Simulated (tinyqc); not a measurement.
Shockley state of an s-p chain by decimation: one step. First round of decimation. Four cases, with inputs chosen for the exercise.

Task: Carry out one round.

Each site has s at -d/2 and p at +d/2: H0 = diag(-d/2, d/2). The block to the next site on the right is H1 = [[-ts, u], [-u, tp]] (rows s, p of site n; columns s, p of site n + 1). Bulk: H(k) = [[-d/2 - 2 ts cos k, 2i u sin k], [-2i u sin k, d/2 + 2 tp cos k]]. The bands are inverted at k = pi if d < 2 (ts + tp).

Decimation (Sancho-Rubio) at z = E + i eta: start with es = e = H0, A = H1, B = H1^T. Each round forms g = (z - e)^-1 and sets es += A g B, e += A g B + B g A, A = A g A, B = B g B, doubling the length covered. Stop when all |A| < 1e-10. Surface G = (z - es)^-1, bulk G = (z - e)^-1; densities -Im tr G/pi.

Case 1.

Values chosen: d = 6.58 eV (Ep - Es); ts = 1.09 eV (s-s hopping); tp = 1.29 eV (p-p hopping); u = 0.75 eV (s-p hopping); E = -0.17 eV (energy); eta = 0.02 eV (broadening).

Case 2.

Values chosen: d = 2.41 eV (Ep - Es); ts = 1.24 eV (s-s hopping); tp = 0.68 eV (p-p hopping); u = 1.28 eV (s-p hopping); E = -0.14 eV (energy); eta = 0.01 eV (broadening).

Case 3.

Values chosen: d = 2 eV (Ep - Es); ts = 1.33 eV (s-s hopping); tp = 1.22 eV (p-p hopping); u = 0.99 eV (s-p hopping); E = 0.39 eV (energy); eta = 0.02 eV (broadening).

Case 4.

Values chosen: d = 3.78 eV (Ep - Es); ts = 1.3 eV (s-s hopping); tp = 1.65 eV (p-p hopping); u = 0.57 eV (s-p hopping); E = 0.58 eV (energy); eta = 0.02 eV (broadening).

Give: g; es; e; A.

Result:

Case 1.

g (1/eV), rows s, p and columns alike:
```
[[0.3205-0.0021i, 0.0000],
 [0.0000, -0.2890-0.0017i]]
```

es (eV), rows s, p and columns alike:
```
[[-3.0718-0.0034i, -0.0176-0.0033i],
 [-0.0176-0.0033i, 2.9893-0.0039i]]
```

e (eV), rows s, p and columns alike:
```
[[-2.8536-0.0068i, 0.0000],
 [0.0000, 2.6887-0.0079i]]
```

A (eV), rows s, p and columns alike:
```
[[0.5434-0.0015i, -0.5416+0.0001i],
 [0.5416-0.0001i, -0.6612-0.0016i]]
```

Case 2.

g (1/eV), rows s, p and columns alike:
```
[[0.9389-0.0088i, 0.0000],
 [0.0000, -0.7435-0.0055i]]
```

es (eV), rows s, p and columns alike:
```
[[-0.9794-0.0226i, 0.8431-0.0188i],
 [0.8431-0.0188i, 2.3995-0.0170i]]
```

e (eV), rows s, p and columns alike:
```
[[-0.7539-0.0452i, 0.0000],
 [0.0000, 3.5940-0.0340i]]
```

A (eV), rows s, p and columns alike:
```
[[2.6617-0.0045i, -2.1373+0.0092i],
 [2.1373-0.0092i, -1.8820+0.0119i]]
```

Case 3.

g (1/eV), rows s, p and columns alike:
```
[[0.7193-0.0103i, 0.0000],
 [0.0000, -1.6376-0.0537i]]
```

es (eV), rows s, p and columns alike:
```
[[-1.3327-0.0709i, -1.0308-0.0785i],
 [-1.0308-0.0785i, -0.7324-0.0901i]]
```

e (eV), rows s, p and columns alike:
```
[[-1.6653-0.1419i, 0.0000],
 [0.0000, -2.4648-0.1801i]]
```

A (eV), rows s, p and columns alike:
```
[[2.8773+0.0343i, -2.9249-0.0512i],
 [2.9249+0.0512i, -3.1423-0.0698i]]
```

Case 4.

g (1/eV), rows s, p and columns alike:
```
[[0.4048-0.0033i, 0.0000],
 [0.0000, -0.7632-0.0117i]]
```

es (eV), rows s, p and columns alike:
```
[[-1.4538-0.0093i, -0.4178-0.0134i],
 [-0.4178-0.0134i, -0.0562-0.0328i]]
```

e (eV), rows s, p and columns alike:
```
[[-1.0176-0.0187i, 0.0000],
 [0.0000, -2.0025-0.0656i]]
```

A (eV), rows s, p and columns alike:
```
[[0.9321-0.0018i, -1.0178-0.0085i],
 [1.0178+0.0085i, -2.2093-0.0307i]]
```

Computed by tinyqc, one run a case: `OMP_NUM_THREADS=1 python tinyqc.py N N+1 out.jsonl` with N = 1480164, 1480259, 1480373, 1481247; one thread of a shared Intel(R) Xeon(R) Processor @ 2.30GHz, about 0.3 s a run at most.
